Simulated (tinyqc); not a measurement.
Worked calculation: tight binding, kagome lattice. One step of it, computed by the program tinyqc.

Problem. Levels at k. Diagonalise the Hermitian matrix.

H(k) at k (eV), order A, B, C:
$$\begin{pmatrix}
0.000000 & -0.341126-1.013130i & -1.877345+1.407564i \\
-0.341126+1.013130i & 0.000000 & -0.123066-0.712995i \\
-1.877345-1.407564i & -0.123066+0.712995i & 0.000000
\end{pmatrix}$$

Give: eigenvalues; weights |c|^2 of the basis functions.

Solution.

eigenvalues (eV): [-2.380, -0.520, 2.900]

weights |c|^2 of the basis functions, order A, B, C:
$$\begin{pmatrix}
0.524 & 0.040 & 0.437 \\
0.016 & 0.823 & 0.161 \\
0.460 & 0.137 & 0.402
\end{pmatrix}$$
